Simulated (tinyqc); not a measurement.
LDA (VWN5) atom on a uniform radial grid, spin-unpolarised, for He, step by step. Computed by tinyqc, a small Python program that keeps every step. Settings: Z = 2, points = 256, R = 8.0, functional = lda,vwn, mixing = 1.0, iteration cap = 52. Command: `OMP_NUM_THREADS=1 python tinyqc.py 29287 29288 out.jsonl` (the two numbers bound the seeds that draw the settings). One thread of a shared host (Intel(R) Xeon(R) Processor @ 2.60GHz), about 0.2 s of CPU time with the checks. Later iterations appear only in the table of the cycle.

## Iteration 1

Spherical atom on a uniform radial grid r_j = j h with h = R/(N + 1), h sum u^2 = 1 and integrals as h times sums, u(0) = u(R) = 0 (atomic units):
```
parameter           value
Z                       2
points N              256
R                8.000000
h                0.031128
mixing           1.000000
electrons in 1s         2
```

Three-point differences turn -u''/2 + [l(l+1)/2r^2 - Z/r + V] u = e u into a tridiagonal matrix (diagonal 1/h^2 + potential, off-diagonal -1/2h^2). D = sum f u^2; the Hartree potential y/r solves y'' = -D/r with y(0) = 0, y(R) = N_e; v_xc comes from rho = D/(4 pi r^2); E = sum f e - int D V + int D (V_H/2 + eps_xc); V(new) = V + mixing (V_H + v_xc - V).

eigenvalues (hartree): 1s -1.998066

Every 16th grid point:
```
r             V in     u(1s)         D       V_H       v_xc
0.498054  0.000000  1.040174  2.163926  2.922003  -0.948719
0.996109  0.000000  0.768795  1.182091  1.895906  -0.509413
1.494163  0.000000  0.426163  0.363230  1.324964  -0.276877
1.992218  0.000000  0.209985  0.088188  1.002168  -0.152012
2.490272  0.000000  0.097000  0.018818  0.802897  -0.083893
2.988327  0.000000  0.043016  0.003701  0.669241  -0.046243
3.486381  0.000000  0.018546  0.000688  0.573657  -0.025315
3.984436  0.000000  0.007833  0.000123  0.501953  -0.013718
4.482490  0.000000  0.003256  0.000021  0.446180  -0.007353
4.980545  0.000000  0.001337  3.58e-06  0.401562  -0.003903
5.478599  0.000000  0.000544  5.91e-07  0.365057  -0.002056
5.976654  0.000000  0.000219  9.59e-08  0.334635  -0.001076
6.474708  0.000000  0.000087  1.53e-08  0.308894  -0.000559
6.972763  0.000000  0.000034  2.33e-09  0.286830  -0.000287
7.470817  0.000000  0.000012  2.83e-10  0.267708  -0.000137
7.968872  0.000000  5.99e-07         0  0.250977   0.000000
```

total energy = -2.69084266 hartree

## Iteration 2

As before.

eigenvalues (hartree): 1s -0.379047

Every 16th grid point:
```
r             V in     u(1s)         D       V_H       v_xc
0.498054  1.973284  0.844041  1.424811  2.373352  -0.831785
0.996109  1.386493  0.777387  1.208660  1.702265  -0.512927
1.494163  1.048086  0.583097  0.680004  1.263942  -0.335075
1.992218  0.850156  0.407007  0.331309  0.983415  -0.226253
2.490272  0.719005  0.274485  0.150684  0.797088  -0.156138
2.988327  0.622998  0.181777  0.066086  0.667406  -0.109449
3.486381  0.548342  0.119183  0.028409  0.573065  -0.077606
3.984436  0.488235  0.077697  0.012074  0.501759  -0.055481
4.482490  0.438827  0.050466  0.005094  0.446117  -0.039884
4.980545  0.397659  0.032668  0.002134  0.401542  -0.028759
5.478599  0.363001  0.021040  0.000885  0.365050  -0.020740
5.976654  0.333560  0.013407  0.000360  0.334634  -0.014889
6.474708  0.308335  0.008327  0.000139  0.308894  -0.010530
6.972763  0.286543  0.004835  0.000047  0.286830  -0.007140
7.470817  0.267572  0.002266  0.000010  0.267708  -0.004220
7.968872  0.250977  0.000129  3.31e-08  0.250977  -0.000629
```

total energy = -2.80603977 hartree

## Iteration 3

As before.

eigenvalues (hartree): 1s -0.665703

Every 16th grid point:
```
r             V in     u(1s)         D       V_H       v_xc
0.498054  1.541567  0.934296  1.745819  2.623918  -0.886663
0.996109  1.189339  0.784678  1.231440  1.798645  -0.515898
1.494163  0.928867  0.528267  0.558132  1.297836  -0.315497
1.992218  0.757162  0.329814  0.217554  0.995060  -0.199322
2.490272  0.640950  0.198473  0.078783  0.801077  -0.128611
2.988327  0.557957  0.116901  0.027332  0.668776  -0.084108
3.486381  0.495460  0.067917  0.009225  0.573538  -0.055448
3.984436  0.446278  0.039094  0.003057  0.501922  -0.036707
4.482490  0.406233  0.022356  0.001000  0.446173  -0.024338
4.980545  0.372783  0.012721  0.000324  0.401560  -0.016134
5.478599  0.344310  0.007205  0.000104  0.365056  -0.010678
5.976654  0.319745  0.004053  0.000033  0.334635  -0.007040
6.474708  0.298364  0.002243  0.000010  0.308894  -0.004595
6.972763  0.279690  0.001182  2.80e-06  0.286830  -0.002906
7.470817  0.263488  0.000518  5.37e-07  0.267708  -0.001630
7.968872  0.250347  0.000029  1.65e-09  0.250977  -0.000234
```

total energy = -2.82690956 hartree

## Convergence

Stop when input and output potentials agree to 1e-7.

Course of the cycle (hartree):
```
iteration            E      e(1s)  largest |V(out) - V(in)|
1          -2.69084266  -1.998066                  2.35e+00
2          -2.80603977  -0.379047                  7.09e-01
3          -2.82690956  -0.665703                  3.05e-01
4          -2.83065396  -0.531467                  1.31e-01
5          -2.83135823  -0.586456                  5.65e-02
6          -2.83148871  -0.562247                  2.44e-02
7          -2.83151306  -0.572601                  1.05e-02
8          -2.83151759  -0.568115                  4.54e-03
9          -2.83151843  -0.570048                  1.96e-03
10         -2.83151859  -0.569213                  8.46e-04
11         -2.83151862  -0.569573                  3.65e-04
12         -2.83151863  -0.569418                  1.58e-04
13         -2.83151863  -0.569485                  6.80e-05
14         -2.83151863  -0.569456                  2.93e-05
15         -2.83151863  -0.569469                  1.27e-05
16         -2.83151863  -0.569463                  5.46e-06
17         -2.83151863  -0.569466                  2.36e-06
18         -2.83151863  -0.569465                  1.02e-06
19         -2.83151863  -0.569465                  4.39e-07
20         -2.83151863  -0.569465                  1.90e-07
21         -2.83151863  -0.569465                  8.18e-08
```

Converged in 21 iterations. A uniform grid resolves the cusp poorly: for a bare nucleus this grid gives 1s at -1.99807 against -Z^2/2 = -2 hartree. Before convergence this energy mixes input and output and is not variational, so it may rise towards its limit.
